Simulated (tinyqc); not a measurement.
Inside a calculation. Method: Pariser-Parr-Pople SCF with singles CI, for the molecule C=C(C=N)C=CCl (SMILES; centres numbered as the heavy atoms are written). One step of it, computed by the program tinyqc.

Problem. PPP integrals. Ohno: gamma = 14.399645/sqrt(R^2 + a^2), a = 2 x 14.399645/(gamma_rr + gamma_ss); H_rr = -W_r - sum_(s != r) z_s gamma_rs; H_rs = beta for bonds.

Centres (angstrom, eV; a flat drawing with bonds scaled to 1.40 angstrom):
```
centre          x          y  core charge z          W   gamma_rr
1C       2.071000   1.261000              1  11.160000  11.130000
2C       0.992000   0.370000              1  11.160000  11.130000
3C       1.224000  -1.011000              1  11.160000  11.130000
4N       0.145000  -1.902000              1  14.100000  12.300000
5C      -0.320000   0.859000              1  11.160000  11.130000
6C      -1.400000  -0.033000              1  11.160000  11.130000
7Cl     -2.711000   0.456000              2  26.000000  13.000000
```

Resonance integrals (eV):
```
i  j       beta
1  2  -2.390000
2  3  -2.390000
3  4  -2.510000
2  5  -2.390000
5  6  -2.390000
6  7  -1.590000
```

Give: repulsion gamma_rs; core matrix H.

Solution.

repulsion gamma_rs (eV), lower triangle:
```
          1C       2C       3C       4N       5C       6C      7Cl
1C   11.1300
2C    7.5558  11.1300
3C    5.2394   7.5528  11.1300
4N    3.6904   5.2969   7.7313  12.3000
5C    5.2398   7.5534   5.2389   4.7091  11.1300
6C    3.6698   5.2378   4.6680   5.2966   7.5517  11.1300
7Cl   2.8834   3.7002   3.2982   3.7164   5.3282   7.8297  13.0000
```

core matrix H (eV), lower triangle:
```
           1C        2C        3C        4N        5C        6C       7Cl
1C   -42.3220
2C    -2.3900  -51.7573
3C     0.0000   -2.3900  -48.1870
4N     0.0000    0.0000   -2.5100  -48.2572
5C     0.0000   -2.3900    0.0000    0.0000  -52.1093
6C     0.0000    0.0000    0.0000    0.0000   -2.3900  -53.2434
7Cl    0.0000    0.0000    0.0000    0.0000    0.0000   -1.5900  -52.7562
```
